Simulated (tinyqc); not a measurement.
Neutral against charged centre: trap in a gate oxide as a short-range spherical well.

Lucovsky model (delta well, plane-wave final states, no local-field factor): sigma = (32 pi alpha c/(3 n_r m Et)) (x - 1)^(3/2)/x^3, x = h nu/Et, c = hbar^2/2m0; 1 angstrom^2 = 1e-16 cm^2.

Constants: hbar^2/2m0 = 3.80998211 eV angstrom^2; fine-structure constant alpha = 0.007297352564.

Values chosen for the exercise (out of a larger set: near those of HfO2 on Si; not measured data): m = 0.201 m0 (mass); n_r = 1.9 (refractive index); xs = (1.06, 1.29, 1.46, 1.79, 2.09, 2.63, 4.72, 7.9) (photon energies h nu/Et).

Et = 1.49072 eV

Lucovsky cross-section, its shape relative to the peak, and the shape of a hydrogen-like centre relative to threshold: x^-4 exp(4 - 4 atan(e)/e)/(1 - exp(-2 pi/e)), e = sqrt(x - 1).

Results:
```
x     h nu (eV)  sigma (1e-18 cm^2)  relative to peak  hydrogen-like
1.06      1.580                2.02             0.099          0.856
1.29      1.923                11.9             0.582          0.503
1.46      2.176                16.4             0.802          0.358
1.79      2.668                20.0             0.979          0.202
2.09      3.116                20.4             0.997          0.130
2.63      3.921                18.7             0.915          0.067
7.90     11.777                6.02             0.294          0.002
```

Give the missing row, x = 4.72.

Computed row:
```
x     h nu (eV)  sigma (1e-18 cm^2)  relative to peak  hydrogen-like
4.72      7.036                11.2             0.546          0.012
```

The short-range centre starts from zero, reaches half its peak at x = 1.24 and peaks at x = 2; in the last row it still has 29 % of the peak. The Coulomb centre is largest at threshold and is down to 0.2 % there. Reading the peak as the threshold would misplace the level by a factor 2, here 1.49 eV. Rows above the gap, about 5.8 eV, are hidden by band-to-band absorption.

(tinyqc, `OMP_NUM_THREADS=1 python tinyqc.py 1250340 1250341 out.jsonl`, Intel(R) Xeon(R) Processor @ 2.30GHz, 1 thread, shared host, about 0.01 s.)
